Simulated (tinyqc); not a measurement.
# Biaxially strained (001) channel, valley splitting in an inversion layer: effect of the inversion density

A thin layer grown on a relaxed buffer is stretched in the plane. The two valleys with their long axis along the growth direction (D2) sink against the four in-plane ones (D4); confinement in a triangular well splits them too. Only the lowest subband of each set is kept; one relaxation time, so the weakening of intervalley scattering is left out.

e_par = b1 x, e_perp = -2 (c12/c11) e_par, splitting D = Xu (e_par - e_perp), in-plane stress (c11 + c12 - 2 c12^2/c11) e_par. Levels E(m) = 2.33811 (hbar^2 q^2 F^2/(2 m))^(1/3): E2 = E(ml), E4 = E(mt) + D; N2 = 2 mt kB T/(pi hbar^2), N4 = 4 sqrt(mt ml) kB T/(pi hbar^2). EF solves Ns = N2 ln(1 + exp((EF - E2)/Vt)) + N4 ln(1 + exp((EF - E4)/Vt)); f2 is the share in D2, and 1/mc = f2/mt + (1 - f2)(1/mt + 1/ml)/2. The gain is mc(x = 0)/mc.

Inputs (values chosen for the exercise); values close to those of silicon on relaxed silicon-germanium: temperature T = 300 K; germanium share of the relaxed buffer x = 0.21; lattice mismatch per unit x b1 = 0.0418; elastic constant c11 = 166 GPa; elastic constant c12 = 62.2 GPa; shear deformation potential Xu = 8.77 eV; longitudinal mass ml = 0.926 m0; transverse mass mt = 0.19 m0; confining field F = 0.63 MV/cm.

Constants: q = 1.602176634e-19 C, kB = 1.380649e-23 J/K, hbar = 1.054571817e-34 J s, m0 = 9.1093837015e-31 kg, Vt = kB T/q, hbar^2/(2 m0) = 0.0380998212 eV nm^2. Results are converted to the units shown.

The same in every row: D (meV) = 134.7.

Result of one run:

| f2 without strain | f2 | mc (m0) | gain |
|---|---|---|---|
| 0.8034 | 0.9984 | 0.1901 | 1.084 |

Which inversion density Ns gave this result: 2e11, 7.5e11, 1.4e12, 5.4e12 or 2e13 cm^-2?

Ns = 5.4e12 cm^-2.

The whole series:

| Ns (cm^-2) | f2 without strain | f2 | mc (m0) | gain |
|---|---|---|---|---|
| 2e11 | 0.8735 | 0.9992 | 0.1901 | 1.053 |
| 3.9e11 | 0.8713 | 0.9992 | 0.1901 | 1.054 |
| 7.5e11 | 0.8671 | 0.9992 | 0.1901 | 1.055 |
| 1.4e12 | 0.8591 | 0.9991 | 0.1901 | 1.059 |
| 2.8e12 | 0.8409 | 0.9989 | 0.1901 | 1.067 |
| 5.4e12 | 0.8034 | 0.9984 | 0.1901 | 1.084 |
| 1e13 | 0.7323 | 0.9967 | 0.1902 | 1.118 |
| 2e13 | 0.5976 | 0.9814 | 0.1914 | 1.182 |

As Ns goes from 2e11 to 2e13 cm^-2, f2 falls from 0.999 to 0.981 (without strain: it falls from 0.873 to 0.598) and the gain rises from 1.05 to 1.18. For Ns = 1e13 to 2e13 cm^-2 the second D2 subband, left out here, lies within 2 Vt of EF or below it.

tinyqc, about 0.01 s, one thread, Intel Xeon 2.30GHz (shared host): `OMP_NUM_THREADS=1 python tinyqc.py 2530042 2530043 out.jsonl`
